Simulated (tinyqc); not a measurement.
The first four gaps: longitudinal sound in a periodic multilayer: transfer matrices, stop bands and folded phonons. Computed by tinyqc, a small Python program. Command: `OMP_NUM_THREADS=1 python tinyqc.py 3000667 3000668 out.jsonl multilayer walk`. One thread of a shared host (Intel(R) Xeon(R) Processor @ 2.30GHz), about 0.01 s of CPU time with the checks.

Layers 1 and 2 repeat with period d = d_1 + d_2; waves travel normal to the layers, without loss. State vector (u, s): displacement u and stress divided by omega. Impedances Z = rho v are in 1e6 kg/(m^2 s).

Inputs (values chosen for the exercise, modelled on copper (layer 1), tantalum (layer 2) and silicon (substrate)):
```
quantity            value    unit
density rho_1        9.01  g/cm^3
velocity v_1         4740     m/s
thickness d_1        9.74      nm
density rho_2        16.4  g/cm^3
velocity v_2         4110     m/s
thickness d_2        8.49      nm
substrate density    2.35  g/cm^3
substrate velocity   8290     m/s
```

Method:
- Z = rho v; interface reflection r = (Z_2 - Z_1)/(Z_2 + Z_1) (stress amplitude, from 1 into 2); Bragg frequency f_B = 1/[2 (d_1/v_1 + d_2/v_2)]; long-wave velocity v_eff = d/sqrt[(d_1/v_1)^2 + (d_2/v_2)^2 + (Z_1/Z_2 + Z_2/Z_1)(d_1/v_1)(d_2/v_2)].
- A layer maps (u, s) by [[cos p, sin p/Z], [-Z sin p, cos p]], p = 2 pi f d_i/v_i; one period is M = M_2 M_1, and cos(q d) = trace(M)/2.
- Gap m contains m f_B; its edges, where trace(M)/2 = (-1)^m, are found by root search. Weak-contrast estimate of the width: (4 f_B/pi) |r sin(m pi a)|, a = (d_1/v_1)/(d_1/v_1 + d_2/v_2).

Bragg frequency f_B = 121.343 GHz

Z_1 = 42.7074

Z_2 = 67.404

interface reflection r = 0.224287

Stop bands (GHz):
```
m  lower edge  upper edge   width  weak-contrast estimate
1      103.87      138.82  34.949                  34.652
2      242.54      242.83   0.286                   0.286
3      346.56      381.50  34.947                  34.649
4      485.09      485.66   0.573                   0.573
```

With a = 0.499, gap 1 is the widest and gap 2 the narrowest: the layers are near a quarter wave each at f_B, so the even gaps almost close. The weak-contrast estimate misses the first width by -0.9 % at |r| = 0.22. Odd gaps open at the edge of the folded zone (q = pi/d), even ones at its centre.
